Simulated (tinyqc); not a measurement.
## Admittance spectroscopy of a deep trap: admittance against temperature

Schottky contact on an n-type layer with shallow donors Nd (all ionised) and a donor-like deep trap, neutral when filled and positive when empty; depletion approximation. Traps within lam of the depletion edge stay filled. The traps at xt = W - lam, where the level crosses the Fermi level, follow a slow signal and not a fast one. w = 2 pi f.

Emission rate en = sn vth(T) Nc(T) exp(-Et/kB T) = sn g T^2 exp(-Et/kB T), g = vth Nc/(300 K)^2, as vth goes as T^0.5 and Nc as T^1.5 (degeneracy factor 1). lam = sqrt(2 eps0 eps_r (EF - ET)/(q Nd)), EF - ET = Et - (kB T/q) ln(Nc(T)/Nd), Nc(T) = Nc (T/300 K)^1.5. In the steady state at the band bending V, 2 eps0 eps_r V/q = Nd W^2 + Nt (W - lam)^2 (the second term only if W > lam). V = Vbi + Vr. C_HF = eps0 eps_r/W, C_LF = eps0 eps_r (Nd + Nt)/(Nd W + Nt xt). Inflection frequency w0 = 2 en [1 + Nt xt/(Nd W)]; C = C_HF + (C_LF - C_HF)/(1 + (w/w0)^2), G/w = (C_LF - C_HF)(w/w0)/(1 + (w/w0)^2).

Values chosen for this exercise; material values those of a made-up semiconductor:
- eps_r = 11.8 (relative permittivity)
- Nc = 2.64e18 cm^-3 (conduction-band density of states at 300 K)
- vth = 2.9e7 cm/s (thermal velocity at 300 K)
- Nd = 2.3e15 cm^-3 (shallow donor density)
- Vbi = 1.17 V (built-in voltage)
- Et = 0.13 eV (depth of the trap below the conduction edge)
- sn = 2.5e-15 cm^2 (capture cross-section)
- Nt = 8.7e14 cm^-3 (trap density)
- Vr = 1.1 V (reverse bias)
- f = 1.8e5 Hz (signal frequency)

Constants: q = 1.602176634e-19 C, kB = 1.380649e-23 J/K, eps0 = 8.8541878128e-14 F/cm where lengths are in cm. Results are converted to the units shown.

Admittance against temperature:

| T (K) | w0/(2 pi) (Hz) | C (nF/cm^2) | G/w (nF/cm^2) |
|---|---|---|---|
| 111 | 1.358e4 | 10.25 | 0.04582 |
| 116 | 2.668e4 | 10.27 | 0.08685 |
| 122 | 5.602e4 | 10.32 | 0.1658 |
| 127 | 9.889e4 | 10.42 | 0.2412 |
| 133 | 1.856e5 | 10.58 | 0.2778 |
| 138 | 3.018e5 | 10.71 | 0.2385 |
| 144 | 5.191e5 | 10.79 | 0.1626 |
| 149 | 7.910e5 | 10.82 | 0.1105 |
| 154 | 1.176e6 | 10.83 | 0.07409 |
| 160 | 1.836e6 | 10.84 | 0.04623 |
| 165 | 2.602e6 | 10.84 | 0.03161 |

G/w goes from 0.0458 through a maximum of 0.278 (at T = 133 K among the rows listed) to 0.0316 nF/cm^2, where w0 passes the signal: w0/(2 pi) rises from 13600 to 2.60e6 Hz. C rises from 10.3 to 10.8 nF/cm^2.

Program tinyqc, `OMP_NUM_THREADS=1 python tinyqc.py 2050162 2050163 out.jsonl`; Intel Xeon 2.30GHz, shared host, one thread, about 0.01 s.
